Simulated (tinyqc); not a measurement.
Starting guesses with plain Roothaan steps: SCF starting guesses in the 3-21g basis, for H3, spin multiplicity 2. Computed by the program tinyqc with PySCF. UHF with one setting changed at a time; a run stops when the energy changes by less than 1e-09 hartree and the error matrix is below 1e-5. Starts: the lowest orbitals of the core Hamiltonian, of the Wolfsberg-Helmholz matrix (K = 1.75), projected atomic densities, random orbitals, and the highest orbitals of the core Hamiltonian (a deliberately bad start).

Geometry (angstrom):
```
atom,x,y,z
H,0.0000,0.0000,0.0000
H,0.0000,0.0000,1.2610
H,0.0000,1.0650,-0.8080
```

lowest solution found by these runs and by PySCF with stability checks = -1.550484 hartree

Largest element of the error matrix X^T (FDS - SDF) X:
```
iteration,core,Wolfsberg-Helmholz,atomic densities,random,highest core orbitals
1,1.3e-01,1.5e-01,7.0e-02,1.8e-01,1.3e-01
2,2.5e-02,2.8e-02,2.8e-02,1.3e-01,1.2e-01
3,1.3e-02,1.2e-02,1.8e-02,3.2e-02,3.0e-02
4,8.3e-03,8.6e-03,1.3e-02,1.9e-02,1.6e-02
5,6.0e-03,6.0e-03,9.2e-03,1.8e-02,1.2e-02
6,4.2e-03,4.2e-03,6.6e-03,1.7e-02,8.6e-03
8,2.1e-03,2.0e-03,3.3e-03,1.1e-02,4.0e-03
10,1.0e-03,9.9e-04,1.6e-03,5.9e-03,1.7e-03
14,2.3e-04,2.3e-04,3.8e-04,1.2e-03,2.9e-04
20,2.6e-05,2.6e-05,4.3e-05,8.4e-05,2.0e-05
```

How each run ends:
```
run,iterations,E (hartree),state
core,25,-1.550484,lowest found
Wolfsberg-Helmholz,25,-1.550484,lowest found
atomic densities,26,-1.550484,lowest found
random,27,-1.550484,lowest found
highest core orbitals,24,-1.550484,lowest found
```

What does the comparison show, and why?

5 of 5 runs reach the lowest solution found, in 24 to 27 iterations (fastest: highest core orbitals). The first errors are 1e-01, 1e-01, 7e-02, 2e-01, 1e-01.
